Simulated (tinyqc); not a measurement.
Finite-size error of a charged defect in a periodic cell: Madelung and Makov-Payne terms: one step, computed by the program tinyqc.

L is the cube root of the cell volume. The defect charge is a Gaussian, rho(r) = q (2 pi sigma^2)^(-3/2) exp(-r^2/2 sigma^2), repeated periodically in a uniform neutralising background and screened by a continuum. The model cell energy is E(L) = E_0 + [periodic - isolated electrostatic energy].

Question. Madelung energy. Ewald sum for a unit point charge: scale each Cartesian component of the cell by 1/sqrt(eps_i), giving R', G' and V'; E = [ (1/2) sum erfc(eta R')/R' + (2 pi/V') sum exp(-G'^2/4 eta^2)/G'^2 - eta/sqrt(pi) - pi/(2 V' eta^2) ] e^2/(4 pi eps_0) / sqrt(eps_x eps_y eps_z), over n_i = -6..6, omitting n = (0,0,0), eta = 2/V'^(1/3). alpha = -2 E eps_g L/(e^2/(4 pi eps_0)), eps_g = (eps_x eps_y eps_z)^(1/3).

Inputs (values chosen for the exercise, with screening close to that of diamond): charge q = 2 e; cell length L = 14.9 angstrom; dielectric constant eps = 5.79.

Supercell lattice: fcc. Screening: isotropic.

cell vectors (rows) (angstrom):
$$\begin{pmatrix}
0.00000 & 11.82614 & 11.82614 \\
11.82614 & 0.00000 & 11.82614 \\
11.82614 & 11.82614 & 0.00000
\end{pmatrix}$$

Constants: e^2/(4 pi eps_0) = 14.39964548 eV angstrom.

Give: terms for a unit charge; Madelung constant alpha; point-charge correction -q^2 E.

Answer.

terms for a unit charge (eV): real space 0.0013, reciprocal 0.0115, self -0.1883, background -0.0655

Madelung constant alpha = 2.888

point-charge correction -q^2 E = 0.9642 eV
